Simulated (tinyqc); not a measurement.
Inside a calculation. Model: thermal and gravitational stress in a wafer during furnace and rapid thermal processing, and the onset of slip. Computed by tinyqc, a small Python program that keeps every step. Command: `OMP_NUM_THREADS=1 python tinyqc.py 3006993 3006994 out.jsonl slip walk`. One thread of a shared host (Intel(R) Xeon(R) Processor @ 2.30GHz), about 0.01 s of CPU time with the checks. Intermediate numbers are printed to about 6 digits and carried at full precision; extremes and crossings named in words are read from the listed rows.

A thin free disc in plane stress, isotropic; T(r) = T_centre + dT (r/R)^n. Stress is positive in tension; sigma_SB = 5.670374419e-8 W/(m^2 K^4), g = 9.80665 m/s^2.

Inputs (values chosen for the exercise, modelled on silicon): wafer radius R = 150 mm; thickness t = 775 micrometre; Young's modulus E = 143 GPa; Poisson ratio nu = 0.2; expansion alpha = 4.1 1e-6/K; edge less centre temperature dT = 14 K; exponent n of the profile = 10; temperature T = 1350 K; prefactor A of the critical stress = 0.00024 MPa; energy U of the critical stress = 0.989 eV; density rho = 2330 kg/m^3; heat capacity c = 972 J/(kg K); conductivity k = 26.8 W/(m K); wafer spacing s = 4.2 mm; ramp rate = 1.7 K/min; radius of the support ring over R = 0.87.

Temperature profile: edge zone, power law.

Constants: k_B = 8.617333262e-05 eV/K.

## Thermal stress

With x = r/R: s_rr = alpha E dT (1 - x^n)/(n + 2), s_tt = alpha E dT [1 - (n + 1) x^n]/(n + 2).

Temperature and stresses at r/R = 0, 0.3, 0.5, 0.7, 0.8, 0.9, 0.95, 1:
```
r/R   T - T_centre (K)  s_rr (MPa)  s_tt (MPa)
0.00            0.0000    0.684017     0.68402
0.30            0.0001    0.684013     0.68397
0.50            0.0137    0.683349     0.67667
0.70            0.3955    0.664695     0.47148
0.80            1.5032    0.610571    -0.12389
0.90            4.8815    0.445515    -1.93950
0.95            8.3823    0.274471    -3.82099
1.00           14.0000    0.000000    -6.84017
```

hoop stress at the edge = -6.84017 MPa

r/R where s_tt = 0 = 0.786793

The hot edge is squeezed; the edge stress is n times that at the centre in size.

## Resolved stress round the edge

At the edge the stress is uniaxial along the tangent d = (cos phi, sin phi, 0) of a (001) wafer; the Schmid factor is the largest |(d.n)(d.b)| over the twelve {111}<110> systems.

Schmid factor and resolved stress at phi = 0, 7.5, 15, 22.5, 30, 37.5 and 45 degrees from [100]:
```
phi from [100] (degrees)  Schmid factor  resolved stress (MPa)
0.0                            0.408248                2.79249
7.5                            0.454124                3.10628
15.0                           0.482963                3.30355
22.5                           0.492799                3.37083
30.0                           0.482963                3.30355
37.5                           0.454124                3.10628
45.0                           0.408248                2.79249
```

The factor is 1/sqrt(6) = 0.408 along <100> and <110> and peaks at 0.4928 at 22.5 degrees, so slip, if any, starts at eight places between these directions.

## Slip criterion

Critical resolved stress tau_c = A exp(U/(k_B T)), a form chosen for the exercise; slip when 0.492799 |s_tt(R)| > tau_c; allowed |dT| = tau_c (n + 2)/(0.492799 n alpha E).

critical stress tau_c = 1.18118 MPa

resolved over critical stress = 2.85379

allowed |dT| = 4.90576 K

Slip is expected.

## Ramp rate in a batch furnace

In a stack heated from the rim, heat flows inward by conduction and by radiation between wafers: k_eff = k + (16/3) sigma_SB T^3 s^2/t (a diffusion estimate with the spacing as path length). A steady ramp gives the parabolic lag dT = rho c (ramp) R^2/(4 k_eff); the allowed ramp uses n = 2.

k_eff = 43.7359 W/(m K)

lag of the centre = 8.25285 K

allowed ramp rate = 1.68423 K/min

Radiation carries 39 % of the inward flow. The ramp is 1.01 of the allowed one.

## Gravity

Own weight q = rho g t on a ring of radius b R, x = r/R: moments of an edge-supported plate, M_r = q R^2 (3 + nu)(1 - x^2)/16 and M_t = q R^2 [(3 + nu) - (1 + 3 nu) x^2]/16, less the uniform moment inside the ring load, q R^2 [(1 - nu)(1 - b^2) - 2 (1 + nu) ln b]/8; stress at the lower face = 6 M/t^2.

stress at the centre = 0.532999 MPa

radial stress at the ring = -0.0695292 MPa

hoop stress at the ring = 0.231735 MPa

The largest of these is 0.23 tau_c when halved for shear. Point supports give far higher local stress than a ring.

## Position of the support ring

The formulas are those given above.

Stress at the lower face (MPa):
```
b        centre  radial at ring  hoop at ring  largest in size
0.40  -0.632408       -0.759776     -0.696092         0.759776
0.50  -0.330137       -0.529149     -0.429643         0.529149
0.60  -0.068650       -0.355227     -0.211938         0.355227
0.65   0.051803       -0.284527     -0.116362         0.284527
0.70   0.167160       -0.222903     -0.027872         0.222903
0.75   0.278399       -0.169377      0.054511         0.278399
0.80   0.386309       -0.123161      0.131574         0.386309
0.90   0.594615       -0.050183      0.272216         0.594615
1.00   0.796047        0.000000      0.398023         0.796047
```

Among these rows the largest stress is least, 0.223 MPa, for a ring at 0.7 R, 3.6 times below edge support: the overhang balances the sag of the centre. All values scale as R^2/t.

## Limits against temperature

The formulas are those given above.

For the parabolic profile:
```
T (K)  tau_c (MPa)  allowed |dT| (K)  k_eff (W/(m K))  allowed ramp (K/min)
1050       13.4030           92.7774          34.7685               15.1927
1125        6.4675           44.7689          36.6009                7.7175
1200        3.4184           23.6629          38.6946                4.3125
1275        1.9476           13.4815          41.0672                2.6076
1350        1.1812            8.1763          43.7359                1.6842
1425        0.7551            5.2268          46.7183                1.1501
1500        0.5048            3.4942          50.0317                0.8234
```

From 1050 to 1500 K the allowed difference falls 27 times and the allowed ramp 18 times; radiation, which grows as T^3, gives back a factor 1.44. Ramps must slow as the wafer gets hotter.

Checks made by the program: force balance: the hoop stress integrates to zero (added to the edge stress) (relative difference below 1e-10).
